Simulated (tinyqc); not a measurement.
First phase against the interface composition: thermodynamics of metal silicides: hull, first phase, silicon consumed, nucleation and stability against SiO2. Computed by tinyqc, a small Python program. Command: `OMP_NUM_THREADS=1 python tinyqc.py 3011080 3011081 out.jsonl silphase walk`. One thread of a shared host (Intel(R) Xeon(R) Processor @ 2.30GHz), about 0.01 s of CPU time with the checks.

Entropies of formation of the solids are neglected, so heats stand for free energies. Si fractions: M2Si 0.3333, MSi 0.5000, MSi2 0.6667.

Inputs (values chosen for the exercise, of the order of those of nickel silicides for heats and volumes only): heat of formation of M2Si = -48.6 kJ/mol atoms; heat of formation of MSi = -43.5 kJ/mol atoms; heat of formation of MSi2 = -30 kJ/mol atoms.

Phases: M2Si, MSi, MSi2.

Method. Effective heat of formation: at the interface the mixture has the Si fraction x_e; the limiting element scales the heat, H_eff = H x_e/x if x_e < x, H (1 - x_e)/(1 - x) otherwise. The rule names the most negative as the first phase; its restriction to congruently melting phases is left out here.

H_eff (kJ/mol atoms):

| x_e | M2Si | MSi | MSi2 | first phase |
|---|---|---|---|---|
| 0.10 | -14.580 | -8.70 | -4.5 | M2Si |
| 0.20 | -29.160 | -17.40 | -9.0 | M2Si |
| 0.30 | -43.740 | -26.10 | -13.5 | M2Si |
| 0.36 | -46.656 | -31.32 | -16.2 | M2Si |
| 0.42 | -42.282 | -36.54 | -18.9 | M2Si |
| 0.48 | -37.908 | -41.76 | -21.6 | MSi |
| 0.54 | -33.534 | -40.02 | -24.3 | MSi |
| 0.60 | -29.160 | -34.80 | -27.0 | MSi |
| 0.66 | -24.786 | -29.58 | -29.7 | MSi2 |
| 0.75 | -18.225 | -21.75 | -22.5 | MSi2 |

Each phase is a triangle with its apex at its own composition. In order of x_e the first phase is M2Si, then MSi, then MSi2. On either side of all three the ranking is that of H/x (Si-poor) or H/(1 - x) (Si-rich).
